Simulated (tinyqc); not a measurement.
From one set of inputs to another, one input at a time: microkinetic model of low-temperature epitaxy from hydride gases: adsorption, hydrogen desorption and rate control. Computed by tinyqc, a small Python program. Command: `OMP_NUM_THREADS=1 python tinyqc.py 3008742 3008743 out.jsonl hepi ladder`. One thread of a shared host (Intel(R) Xeon(R) Processor @ 2.30GHz), about 0.03 s of CPU time with the checks.

Each hydride molecule needs two free sites and leaves four hydrogen atoms, of which two leave at once as H2; theta is the hydrogen coverage, the site density is 6.78 per nm^2 and one layer is 1.358 angstrom thick.

The inputs printed are set A. Inputs not listed in the table keep their values of set A, so the rows need not describe a real material.

Inputs (values chosen for the exercise, close to those used for silane on Si(001)):

| quantity | value | unit |
|---|---|---|
| silane pressure p_S | 0.13 | Pa |
| sticking prefactor of silane s0 | 0.085 | - |
| adsorption barrier E_s | 0.13 | eV |
| desorption prefactor nu_d | 4e+11 | 1/s |
| desorption energy on silicon E_d | 2.18 | eV |
| hydrogen carrier pressure p_H | 11 | Pa |
| sticking of hydrogen s_H | 1.6e-07 | - |
| temperature T | 540 | C |

Film: silicon. Order of hydrogen desorption: first.

Constants: k_B = 8.617333262e-05 eV/K; u = 1.6605390666e-27 kg; k_B = 1.380649e-23 J/K.

Method:
- Flux per site F = p/(sqrt(2 pi M k_B T) x 6.78e18 per m^2), M = 32.12 u (silane), 2.016 u (hydrogen); s = s0 exp(-E_s/(k_B T)); k_S = s F_S = k; k_H = s_H F_H; k_d = nu_d exp(-E_d/(k_B T)).
- Temperatures in kelvin are T(C) + 273.15.
- With k the hydride and k_H the hydrogen adsorption rate on free pairs and k_d the desorption rate, steady state: 2 (k + k_H)(1 - theta)^2 = k_d theta; growth rate R = k (1 - theta)^2 layers/s; 1 layer/s = 8.148 nm/min.
- With c = 2 (k + k_H)/k_d the free share is 1 - theta = 2/(1 + sqrt(1 + 4c)).
- X_i = d ln R/d ln k_i at fixed other constants. With f = 1 - theta and a = 2/f + 1/theta: d ln f/d ln k_d = 1/(a f), so X_d = 2/(a f), X_k = 1 - X_d k/(k + k_H), X_H = -X_d k_H/(k + k_H); they sum to 1.

Each row keeps all changes above it:

| input moved | from | to | growth rate G (nm/min) | hydrogen coverage theta | X_d (desorption) |
|---|---|---|---|---|---|
| set A | - | - | 0.04812 | 0.96230 | 0.98079 |
| silane pressure p_S (Pa) | 0.13 | 0.11 | 0.04792 | 0.95910 | 0.97912 |
| desorption prefactor nu_d (1/s) | 4e+11 | 3.7e+12 | 0.40711 | 0.88080 | 0.93662 |
| temperature T (C) | 540 | 490 | 0.05735 | 0.95321 | 0.97604 |
| sticking prefactor of silane s0 and adsorption barrier E_s (eV) | 0.085, 0.13 | 0.032, 0.15 | 0.05421 | 0.91368 | 0.95489 |
| hydrogen carrier pressure p_H (Pa) | 11 | 74 | 0.04907 | 0.91787 | 0.95718 |

Where does the difference come from?

Growth rate G goes from 0.0481 to 0.0491, a factor 1.020 in all. The largest single move comes from desorption prefactor nu_d (a factor 8.49), and temperature T works against it (a factor 0.141). Hydrogen coverage theta goes from 0.962 to 0.918, a factor 0.954 in all. The largest single move comes from desorption prefactor nu_d (a factor 0.918), and temperature T works against it (a factor 1.08). X_d (desorption) goes from 0.981 to 0.957, a factor 0.9759 in all. The largest single move comes from desorption prefactor nu_d (a factor 0.957), and temperature T works against it (a factor 1.04). The single moves hold for this order of the switches; the total does not depend on the order.

Extremes, crossings and ranges named in words are read from the listed rows.
